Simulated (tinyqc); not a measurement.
# Silicon n-p-n transistor, Gummel numbers and transit times: two studies

One-dimensional n-p-n transistor in the forward active mode at low injection. In the base p(x) = NB exp(-eta x/wb) and ni(x)^2 = ni^2 exp((g0 + g1 x/wb)/Vt); electrons leave the base at vsat; band spikes at the emitter junction and recombination inside the emitter are ignored.

Inputs (values chosen for the exercise); band and dielectric values close to those of silicon: temperature T = 300 K; band gap Eg = 1.14 eV; relative permittivity eps_r = 11.7; conduction-band density of states at T Nc = 2.79e19 cm^-3; valence-band density of states at T Nv = 2.65e19 cm^-3; saturation velocity vsat = 9.99e6 cm/s; neutral base width wb = 450 nm; base doping at the emitter edge NB = 1.1e18 cm^-3; doping falls as exp(-eta x/wb) eta = 3.4; gap reduction at the emitter edge of the base g0 = 0 eV; further gap reduction across the base (linear) g1 = 0 eV; electron diffusion coefficient in the base Dn = 7.7 cm^2/s; emitter doping NE = 2.5e20 cm^-3; gap reduction in the emitter (negative: wider gap) gE = 0.13 eV; neutral emitter width we = 96 nm; hole diffusion coefficient in the emitter Dp = 2.1 cm^2/s; recombination velocity at the emitter contact Se = 8e5 cm/s; electron lifetime in the base tb = 1e-6 s; collector doping NC = 6.9e15 cm^-3; collector-base reverse bias VCB = 0.7 V; emitter junction capacitance Cj = 1.9 fF/um^2; emitter plus collector resistance Rc = 24 ohm um^2; hole mobility in the base mp = 170 cm^2/(V s).

Constants: q = 1.602176634e-19 C, kB = 1.380649e-23 J/K, Vt = kB T/q, eps0 = 8.8541878128e-14 F/cm where lengths are in cm. Results are converted to the units shown.

Each table varies one quantity; the others keep the values above.

## Cut-off frequency against collector current

f(x) = p(x) ni^2/ni(x)^2; I(x) = integral from x to wb of f/Dn, plus f(wb)/vsat; base Gummel number GB = I(0); electron density per unit flux n/(J/q) = I/f; base transit time tauB = integral of I/f over the base. ni = sqrt(Nc Nv) exp(-Eg/(2 Vt)), Eg in volts; JC = J0 exp(VBE/Vt), J0 = q ni^2/GB; collector layer one-sided, Wc = sqrt(2 eps0 eps_r (Vbc + VCB)/(q NC)), Vbc = Vt ln(NB exp(-eta) NC/ni^2), Cjc = eps0 eps_r/Wc, tauC = Wc/(2 vsat). Delay 1/(2 pi fT) = tauE + tauB + tauC + tauR with tauE = Vt (Cj + Cjc)/JC and tauR = Rc Cjc. Charge stored in the emitter is left out. The Kirk effect, also left out, sets in near JC = q NC vsat. n(0) = (JC/q) I(0)/f(0).

The same in every row: tauB (ps) = 56.64; tauC (ps) = 2.614; tauR (ps) = 0.004761.

Results:
```
JC (mA/um^2)  VBE (V)  tauE (ps)  fT (GHz)  JC/(q NC vsat)   n(0)/NB
0.00037        0.7684      146.6    0.7731        0.003350  3.495e-4
0.00079        0.7880      68.67     1.244        0.007153  7.463e-4
0.0017         0.8078      31.91     1.746         0.01539  0.001606
0.0036         0.8272      15.07     2.141         0.03260  0.003401
0.017          0.8673      3.191     2.549          0.1539   0.01606
0.036          0.8867      1.507     2.619          0.3260   0.03401
0.077          0.9064     0.7045     2.654          0.6972   0.07274
0.17           0.9269     0.3191     2.671           1.539    0.1606
```

Estimate the missing row, JC = 0.0078 mA/um^2.

Computed row:
```
JC (mA/um^2)  VBE (V)  tauE (ps)  fT (GHz)  JC/(q NC vsat)   n(0)/NB
0.0078         0.8472      6.955     2.404         0.07063  0.007368
```

With this row back in the table: fT rises from 0.773 to 2.67 GHz as the charging time falls as 1/JC; its limit for vanishing tauE is 2.69 GHz, of which the largest delay is tauB (95.6 %). tauE equals the other delays together at JC = 9.15e-4 mA/um^2. For JC = 0.077, 0.17 JC nears or passes q NC vsat, where base push-out would lower fT.

## Effect of the collector doping

ni = sqrt(Nc Nv) exp(-Eg/(2 Vt)), Eg in volts; GE = NE exp(-gE/Vt)(we/Dp + 1/Se); JC = J0 exp(VBE/Vt), J0 = q ni^2/GB; gain limited by back injection GE/GB, by base recombination tb/tauB, together 1/beta = the sum of the inverses; collector layer one-sided, Wc = sqrt(2 eps0 eps_r (Vbc + VCB)/(q NC)), Vbc = Vt ln(p(wb) NC/ni^2), Cjc = eps0 eps_r/Wc; Early voltage VA = GB q p(wb)/(f(wb) Cjc [1/Dn - (eta + g1/Vt)/(wb vsat)]), f(wb) = p(wb) exp(-(g0 + g1)/Vt), p(wb) = NB exp(-eta); tauC = Wc/(2 vsat). Peak fT here means 1/(2 pi (tauB + tauC + Rc Cjc)); base sheet resistance 1/(q mp times the integral of p).

The same in every row: GB (s/cm^4) = 1.831e12; GE/GB = 5.204; tb/tauB = 1.766e4; beta = 5.202; tauB (ps) = 56.64; base sheet resistance (kohm) = 2.609.

Effect of the collector doping:
```
NC (cm^-3)  VA (V)  tauC (ps)  peak fT (GHz)
2e15         222.1      4.801          2.590
2.7e15       191.7      4.143          2.618
3.5e15       168.8      3.648          2.640
4.7e15       146.0      3.156          2.661
6.2e15       127.5      2.755          2.679
8.3e15       110.4      2.387          2.696
1.1e16       96.18      2.079          2.710
```

As NC goes from 2e15 to 1.1e16, beta stays at 5.20, VA falls from 222 to 96.2 V, the peak fT rises from 2.59 to 2.71 GHz and the base sheet resistance stays at 2.61 kohm. The product beta VA changes by a factor of 0.433. Back injection limits the gain in every row. For NC = 4.7e15, 6.2e15, 8.3e15, 1.1e16 the collector doping exceeds a tenth of the base doping at that edge, so the one-sided formulas are rough.

Range of the model: Heavy doping makes emitter or base degenerate; gE and g0 are to be read as apparent gap changes that include this.

Computed by the program tinyqc: `OMP_NUM_THREADS=1 python tinyqc.py 2320059 2320060 out.jsonl`, one thread of a shared Intel Xeon 2.30GHz, about 0.01 s for the whole run.
